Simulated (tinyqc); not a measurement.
Worked calculation: Hubbard chain of 5 sites. Computed by tinyqc, a small Python program that keeps every step. Settings: hopping = 1.74, U = 5.7, mixing = 1, iteration cap = 62. Command: `OMP_NUM_THREADS=1 python tinyqc.py 23173 23174 out.jsonl` (the two numbers bound the seeds that draw the settings). One thread of a shared host (Intel(R) Xeon(R) Processor @ 2.60GHz), about 0.2 s of CPU time with the checks.

one-body matrix (hopping and site energies) (eV), order 1, 2, 3, 4, 5:
```
[[0.00000, -1.74000, 0.00000, 0.00000, 0.00000],
 [-1.74000, 0.00000, -1.74000, 0.00000, 0.00000],
 [0.00000, -1.74000, 0.00000, -1.74000, 0.00000],
 [0.00000, 0.00000, -1.74000, 0.00000, -1.74000],
 [0.00000, 0.00000, 0.00000, -1.74000, 0.00000]]
```

U = 5.70000 eV

electrons, up and down: [3, 3]

n(up) at the start (a guess, not normalised): [0.65000, 0.55000, 0.65000, 0.55000, 0.65000]

n(down) at the start (a guess): [0.55000, 0.65000, 0.55000, 0.65000, 0.55000]

Each step fills the lowest levels of T + U n(other spin) and sets n(new) = n + mixing (n(out) - n); stop when output and input agree to 1e-8.

Course of the cycle:
```
iteration     E (eV)  largest |n(out) - n(in)|  mean |n_up - n_down|
1          0.9362220                  1.14e-01               0.10231
2          0.9374206                  1.02e-01               0.10200
3          0.9466477                  1.10e-01               0.11078
4          0.9547097                  1.08e-01               0.11174
5          0.9672650                  1.17e-01               0.12192
6          0.9822232                  1.25e-01               0.13374
7          0.9942041                  1.25e-01               0.13767
8          1.0159940                  1.47e-01               0.16076
9          1.0227111                  1.40e-01               0.15938
10         1.0501295                  1.68e-01               0.18874
11         1.0466967                  1.59e-01               0.18102
...              ...                       ...                   ...
52         0.7617611                  3.82e-04               0.42990
53         0.7617608                  2.28e-04               0.42986
54         0.7617607                  2.30e-04               0.42996
55         0.7617606                  1.38e-04               0.42993
56         0.7617605                  1.39e-04               0.42999
57         0.7617605                  8.30e-05               0.42998
58         0.7617605                  8.37e-05               0.43001
59         0.7617605                  5.00e-05               0.43000
60         0.7617605                  5.04e-05               0.43003
61         0.7617605                  3.01e-05               0.43002
62         0.7617605                  3.04e-05               0.43003
```

Can the last value be used, and what does the course show?

Not by the stop rule, although the second column moves by less than 1e-07 over the last three steps. Not converged within 62 iterations: the residual falls in a zigzag, on average by a factor of about 0.78 a step. The lowest mean-field energy found from random starts is 0.45783 eV. Reruns (cap 100 unless said): mixing 0.2: not converged; mixing 0.5: not converged; mixing 0.9: converged in 86 to a higher stationary point (E = 0.76176); the original settings with a cap of 400: converged in 93 to a higher stationary point (E = 0.76176).
